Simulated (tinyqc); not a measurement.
Hopping conduction between localised states: one step, computed by the program tinyqc. Command: `OMP_NUM_THREADS=1 python tinyqc.py 3014418 3014419 out.jsonl hop walk`. One thread of a shared host (Intel(R) Xeon(R) Processor @ 2.30GHz), about 0.01 s of CPU time with the checks.

Energies are counted from the Fermi level. A small network shows the mechanism; the laws of an infinite system follow.

Question. Total conductivity. Mott: T_M = 21.2/(k_B g_0 xi^3), exponent (T_M/T)^(1/4), mean hop r = (3/8) xi times the exponent. Efros-Shklovskii: T_ES = 2.8 e^2/(4 pi eps eps_0 k_B xi), exponent (T_ES/T)^(1/2). Coulomb gap width g_0^(1/2) (e^2/(4 pi eps eps_0))^(3/2). The numerical coefficients come from percolation theory and are given. sigma = s_1 exp(-E_a/k_B T) + s_2 exp(-larger of the two exponents); reduced activation energy w = d ln(sigma)/d ln(T) by a central difference of +/- 1 %.

Inputs (values chosen for the exercise, for a model impurity band):

| quantity | value | unit |
|---|---|---|
| localisation length xi | 1.1 | nm |
| density of states g_0 | 9.1e+19 | 1/(eV cm^3) |
| permittivity eps | 4.1 | - |
| activation energy E_a to extended states | 0.049 | eV |
| prefactor of activated conduction | 130 | S/cm |
| prefactor of hopping | 0.19 | S/cm |
| temperature T | 42 | K |

Dimension: 3D.

Constants: k_B = 8.617333262e-05 eV/K; e^2/(4 pi eps_0) = 14.39964548 eV angstrom.

Give: activated part; hopping part; conductivity; reduced activation energy w.

Answer.

activated part = 1.715e-04 S/cm

hopping part = 2.839e-08 S/cm

conductivity = 1.715e-04 S/cm

reduced activation energy w = 13.54

Activation to extended states carries 100 %. For sigma = s exp(-(T_0/T)^p), w = p (T_0/T)^p, so the slope of ln w against ln T gives -p.
